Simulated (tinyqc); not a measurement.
## Series resistance and length offset from two lengths at two overdrives

Problem. In strong inversion R W = Rsd + k(x)(L - dL), k(x) = (1 + th1 x)/(mu0 Cox x), x the overdrive, Cox = eps0 eox/tox, with Rsd and dL independent of x. Find dL, Rsd, mu0 and th1.

Parameters, values chosen for the exercise: relative permittivity of the gate insulator (close to zirconium oxide) eox = 25.3; insulator thickness tox = 5.7 nm.

Constants: eps0 = 8.8541878128e-14 F/cm where lengths are in cm. Results are converted to the units shown.

total resistance times width (ohm um):
```
	L = 0.084 um	L = 0.67 um
overdrive 0.6 V	228.809179	1355.40886
overdrive 1.29 V	178.148934	861.660505
```

Solution. At each overdrive R W is a straight line in L; the two lines cross at L = dL, R W = Rsd. Their slopes give k x = (1 + th1 x)/(mu0 Cox), a straight line in x.

dL = 0.0170 um
Rsd = 100 ohm um
mu0 = 300 cm^2/(V s)
th1 = 0.600 1/V

Numbers from tinyqc (`OMP_NUM_THREADS=1 python tinyqc.py 2210056 2210057 out.jsonl`; about 0.01 s on one thread of a shared Intel Xeon 2.30GHz).
